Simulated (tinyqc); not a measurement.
Where a trap does most harm: tunnelling through a thin dielectric with one trap, as a tight-binding chain.

Hopping -t everywhere, t = c/(m a^2), c = hbar^2/2m0; lead sites at 2t (band bottom 0), barrier sites 1 to N at 2t + phi, and site j has U besides. No voltage. Leads give S = -t exp(ika) on sites 1 and N, cos(ka) = 1 - E/(2t). T = (2 t sin(ka))^2 |G_1N|^2, G = (E - H - S)^-1. In the barrier cosh(q a) = 1 + (phi - E)/(2t).

Resonance: the lowest eigenvalue of H + S(E), iterated until its real part equals E (40 rounds from Eb = phi + 2t - sqrt(4t^2 + U^2), the level in an endless barrier). With v the normalised squared amplitudes of that state, Gamma_L = 2 t sin(ka) v_1, Gamma_R = 2 t sin(ka) v_N; Breit-Wigner T = Gamma_L Gamma_R/((E - Er)^2 + (Gamma_L + Gamma_R)^2/4).

Constants: hbar^2/2m0 = 3.80998211 eV angstrom^2.

Values chosen for the exercise (barrier and mass of the size used for Al2O3 on silicon; the results hold for these values, not for the real material): a = 3 angstrom (site spacing); m = 0.33 m0 (mass, the same in leads and barrier); phi = 2.09 eV (conduction edge of the barrier above that of the leads); N = 11 (barrier sites); U = -2.94 eV (extra energy on the trap site).

The trap is moved through the barrier. The area under the resonance, 2 pi Gamma_L Gamma_R/(Gamma_L + Gamma_R), sets the current through it.

Against position:
```
j  Er (eV)  Gamma_L (meV)  Gamma_R (meV)      peak  area (meV)
3   0.7516           32.7       0.000251  3.07e-05     0.00158
5   0.7535          0.647         0.0128    0.0760      0.0788
6   0.7536         0.0909         0.0909      1.00       0.286
7   0.7535         0.0128          0.647    0.0760      0.0788
8   0.7534        0.00180           4.60   0.00156      0.0113
9   0.7516       0.000251           32.7  3.07e-05     0.00158
```

Give the missing row, j = 4.

Computed row:
```
j  Er (eV)  Gamma_L (meV)  Gamma_R (meV)     peak  area (meV)
4   0.7534           4.60        0.00180  0.00156      0.0113
```

The area is largest at j = 6 (0.286 meV) and 181 times smaller at j = 3: the slower of the two steps limits the current, so traps in the middle carry most. Each site towards a lead multiplies its width by about 7.11, close to exp(2 q a) = 7.11 at Eb.

Computed by tinyqc, a small Python program: `OMP_NUM_THREADS=1 python tinyqc.py 1452418 1452419 out.jsonl` (the numbers bound the seed that draws the inputs); one thread of a shared host (Intel(R) Xeon(R) Processor @ 2.30GHz), about 0.1 s for the whole set of steps.
